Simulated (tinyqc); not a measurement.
ESD clamp with bipolar snapback, compact model and design window: one step of the calculation.

The drain junction multiplies the current that enters it: Igen = (M - 1)(Ic + I0), M = 1/(1 - (Vj/BV)^n). The generated holes leave through the substrate resistance and the base of the parasitic npn: Igen = Vb/Rb + Ic/be, Ic = Is exp(Vb/Vt). Terminal current I = Ic + I0 + Igen and voltage V = Vj + I Ro, per width. Isothermal, constant gain.

Question. The snapback curve. For given Vb: Ic, Igen, M = 1 + Igen/(Ic + I0), Vj = BV (1 - 1/M)^(1/n), I and V.

Inputs (values chosen for the exercise); values close to those of grounded-gate n-channel clamps: temperature T = 300 K; junction breakdown voltage BV = 6.2 V; exponent of the multiplication n = 4.9; current gain of the parasitic npn be = 8.2; saturation current Is = 8.3e-18 A/um; junction leakage I0 = 4.4e-11 A/um; substrate resistance Rb = 7300 ohm um; drain ballast and contact resistance Ro = 580 ohm um.

Constants: q = 1.602176634e-19 C, kB = 1.380649e-23 J/K, Vt = kB T/q. Results are converted to the units shown.

Vb, point 0 to 8 (V): [0.05, 0.3, 0.55, 0.61, 0.66, 0.738, 0.806, 0.826, 0.856]

Find: Ic; M; Vj; I; V.

Answer.

```
point  Ic (uA/um)         M  Vj (V)  I (uA/um)   V (V)
0      5.7417e-11  1.5567e5  6.2000     6.8494  6.2040
1       9.0961e-7  9.1508e5  6.2000     41.096  6.2238
2        0.014410    5213.6  6.1998     75.359  6.2435
3         0.14677    570.30  6.1978     83.726  6.2463
4          1.0153    90.167  6.1859     91.550  6.2390
5          20.746    5.9950  5.9733     124.37  6.0455
6          287.93    1.5054  4.9620     433.45  5.2134
7          624.12    1.3032  4.6043     813.38  5.0760
8          1991.8    1.1808  4.2275     2352.0  5.5916
```

V peaks at Vt1 = 6.246 V and falls to Vh = 5.076 V: once the npn supplies current, a small M feeds the base. At high current M tends to 1 + 1/be and Vj to BV (1 + be)^(-1/n) = 3.942 V.

tinyqc, about 0.02 s, one thread, Intel Xeon 2.30GHz (shared host): `OMP_NUM_THREADS=1 python tinyqc.py 2670151 2670152 out.jsonl`
